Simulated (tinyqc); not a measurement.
The decay curve: photoconductance decay in a wafer: bulk and surface recombination modes, and iron detection by pair splitting. Computed by tinyqc, a small Python program. Command: `OMP_NUM_THREADS=1 python tinyqc.py 3111688 3111689 out.jsonl pcd walk`. One thread of a shared host (Intel(R) Xeon(R) Processor @ 2.30GHz), about 0.01 s of CPU time with the checks.

Both faces of the wafer have the same S; injection is low and all coefficients are constant. x runs from -W/2 to W/2.

Inputs (values chosen for the exercise, modelled on p-type silicon): thickness W = 300 micrometre; diffusivity D = 26.6 cm^2/s; bulk lifetime tau_b without iron = 2100 microsecond; surface recombination velocity S = 5.2 cm/s; absorption coefficient alpha = 11 1/cm.

Method:
- Even modes cos(a x) obey b tan b = S W/(2 D) with b = a W/2, odd modes sin(a x) obey -b cot b = S W/(2 D); each decays at the rate 1/tau_b + D a^2.
- tau_eff is the decay time of the first mode. The surface time is 1/(D a^2) of that mode; shortcuts for it are W/(2 S), W^2/(pi^2 D) and their sum, whose error is sum/surface time - 1.
- Light from one face makes n(x, 0) proportional to exp(-alpha (x + W/2)). Only even modes carry the thickness average: weight c_n = [sin b/b] int n cos(a x) dx / (int cos^2(a x) dx x mean n), with int exp(-alpha (x + W/2)) cos(a x) dx = [alpha cos b (1 - E) + a sin b (1 + E)]/(alpha^2 + a^2), E = exp(-alpha W), and int cos^2 = W/2 + sin(2 b)/(2 a).
- Mean density = sum_n c_n exp(-t/tau_n) over 60 modes; the local decay time is -1/(d ln n/dt).

W^2/(pi^2 D) = 3.42816 microsecond

tau_eff = 1215.78 microsecond

Decay:
```
t / (W^2/(pi^2 D))  t (microsecond)  mean density/start  local decay time (microsecond)
0.02                         0.0686             0.99994                          1212.1
0.05                         0.1714             0.99986                          1212.8
0.10                         0.3428             0.99972                          1213.5
0.20                         0.6856             0.99944                          1214.3
0.50                         1.7141             0.99859                          1215.4
1.00                         3.4282             0.99718                          1215.7
2.00                         6.8563             0.99437                          1215.8
```

What follows from these numbers?

The local decay time goes from 1210 to 1220 microsecond against tau_eff = 1220. Higher modes matter little here.
